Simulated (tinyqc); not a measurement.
Worked calculation: cyclotron resonance of ellipsoidal valleys, Ge type. Values are carried at full precision from step to step, so a last printed digit may differ when a step is redone from the rounded ones.

Valleys along [111], [-111], [1-11], [11-1], mass ml along the axis and mt across it. B lies in the (1-10) plane, b = (sin(theta)/sqrt2, sin(theta)/sqrt2, cos(theta)). For the angle phi between B and the axis, 1/mc^2 = cos^2(phi)/mt^2 + sin^2(phi)/(mt ml). Resonance: h nu = 2 muB B/mc, h = 2 pi hbar.

Constants: hbar = 6.58211957e-16 eV s; muB = 5.788381798e-05 eV/T.

Parameters, chosen for this exercise (near those of Ge; not measured data):
```
symbol  value  unit     meaning
theta   28     degrees  angle of B from [001] towards [110]
ml      1.639  m0       longitudinal mass
mt      0.082  m0       transverse mass
nu      35     GHz      microwave frequency
tau     7.6    ps       scattering time
```

## Angles to the valley axes

Give b and cos^2(phi) for each axis.

b: 0.3320  0.3320  0.8829

cos^2(phi): [111] 0.7976, [-111] 0.2599, [1-11] 0.2599, [11-1] 0.0160

## Cyclotron masses and resonance fields

For each axis, mc and B = h nu mc/(2 muB).

Resonances:
```
axis    mc (m0)   B (T)
[111]    0.0912  0.1141
[-111]   0.1505  0.1882
[1-11]   0.1505  0.1882
[11-1]   0.3211  0.4015
```

3 distinct masses appear; the limits are mt = 0.082 (B along the axis) and sqrt(ml mt) = 0.3666 (B across it).

## The same from the mass tensor

For the valley along [11-1]: M = mt 1 + (ml - mt) a a^T, and mc^2 = det M/(b M b).

M (m0):
```
         x        y        z
x   0.6010   0.5190  -0.5190
y   0.5190   0.6010  -0.5190
z  -0.5190  -0.5190   0.6010
```

det M = 0.011021
b M b = 0.1069
mc = 0.3211 m0

## Line shape

For linear polarisation and one isotropic mass the absorbed power goes as P = [1 + (w^2 + wc^2) tau^2]/([1 + (wc^2 - w^2) tau^2]^2 + 4 w^2 tau^2), w = 2 pi nu. List it for wc/w = 0, 0.5, 0.8, 0.9, 1, 1.1, 1.2, 1.5 and 2, which is B over the resonance field.

w tau = 1.671

Power:
```
wc/w       P
0.0   0.2636
0.5   0.3630
0.8   0.4995
0.9   0.5315
1.0   0.5411
1.1   0.5240
1.2   0.4842
1.5   0.3215
2.0   0.1509
```

The largest listed value lies at wc/w = 1.0, 2.1 times the zero-field value. The line is so broad that on the low-field side it reaches half its height only near zero field, or not at all. The closest two lines of this crystal are 64.9 % apart, so they merge at this w tau.

## Checks

- Rotation frequency of dv/dt = -M^-1 (v x b) for the valley along [11-1], in units of e B/m0, against 1/mc: both 3.1144.

tinyqc: `OMP_NUM_THREADS=1 python tinyqc.py 1251763 1251764 out.jsonl`; about 0.01 s, one thread, shared Intel(R) Xeon(R) Processor @ 2.30GHz.
